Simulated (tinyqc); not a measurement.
Bound state in one dimension: Numerov shooting, finite differences, DVR, step by step. Computed by tinyqc, a small Python program that keeps every step. Settings: points = 96. Command: `OMP_NUM_THREADS=1 python tinyqc.py 22629 22630 out.jsonl` (the two numbers bound the seeds that draw the settings). One thread of a shared host (Intel(R) Xeon(R) Processor @ 2.60GHz), about 0.01 s of CPU time with the checks.

## Numerov steps at E = -7.86

One particle of mass 1 in V = -8.02 exp(-x^2/1.8^2) (atomic units), psi = 0 at both ends:

| parameter | value |
|---|---|
| left end | -7 |
| right end | 7 |
| intervals | 96 |
| h | 0.145833 |
| state sought (nodes) | 1 |

k_i = 2 m (E - V_i); (1 + h^2 k_(i+1)/12) y_(i+1) = 2 (1 - 5 h^2 k_i/12) y_i - (1 + h^2 k_(i-1)/12) y_(i-1), from y_0 = 0, y_1 = 0.001.

Points along the way:

| i | x | V | k | y |
|---|---|---|---|---|
| 0 | -7.000000 | -2.17e-06 | -15.719996 | 0.000000 |
| 1 | -6.854167 | -4.05e-06 | -15.719992 | 0.001000 |
| 2 | -6.708333 | -0.000007 | -15.719985 | 0.002344 |
| 3 | -6.562500 | -0.000014 | -15.719973 | 0.004494 |
| 4 | -6.416667 | -0.000024 | -15.719951 | 0.008189 |
| 5 | -6.270833 | -0.000043 | -15.719914 | 0.014701 |
| 32 | -2.333333 | -1.494145 | -12.731709 | 74585.594680 |
| 33 | -2.187500 | -1.831322 | -12.057355 | 126075.157150 |
| 34 | -2.041667 | -2.215314 | -11.289371 | 210398.328640 |
| 35 | -1.895833 | -2.644871 | -10.430258 | 345906.138790 |
| 36 | -1.750000 | -3.116537 | -9.486926 | 558963.632190 |
| 37 | -1.604167 | -3.624420 | -8.471159 | 885693.774130 |

## Bisection on the node count

With more sign changes than the state has nodes (the last point included) the energy is too high, else too low; the bracket starts as -7.86 to -0.05.

Trials:

| trial | E | sign changes | y at the right end | next |
|---|---|---|---|---|
| 1 | -3.95500000 | 2 | 3.79e+09 | lower |
| 2 | -5.90750000 | 1 | -2.36e+13 | raise |
| 3 | -4.93125000 | 2 | 2.74e+10 | lower |
| 4 | -5.41937500 | 1 | -1.87e+12 | raise |
| 5 | -5.17531250 | 1 | -3.07e+11 | raise |
| 6 | -5.05328125 | 1 | -6.77e+10 | raise |
| 7 | -4.99226562 | 1 | -7.99e+09 | raise |
| 8 | -4.96175781 | 2 | 1.22e+10 | lower |
| 9 | -4.97701172 | 2 | 2.80e+09 | lower |
| 10 | -4.98463867 | 1 | -2.42e+09 | raise |
| 11 | -4.98082520 | 2 | 2.33e+08 | lower |
| 12 | -4.98273193 | 1 | -1.08e+09 | raise |
| 13 | -4.98177856 | 1 | -4.21e+08 | raise |
| 14 | -4.98130188 | 1 | -9.34e+07 | raise |
| ... | ... | ... | ... | ... |
| 28 | -4.98116580 | 1 | -1.60e+04 | raise |
| 29 | -4.98116579 | 1 | -5.98e+03 | raise |
| 30 | -4.98116578 | 1 | -9.95e+02 | raise |

eigenvalue = -4.98116578 hartree

## The same grid by other methods

Three-point finite differences and the sine-DVR kinetic matrix of Colbert and Miller on the same points.

Lowest levels (hartree):

| state | finite differences | DVR |
|---|---|---|
| 0 | -6.968412 | -6.965654 |
| 1 | -4.992709 | -4.981079 |
| 2 | -3.280530 | -3.256458 |
| 3 | -1.855068 | -1.821200 |
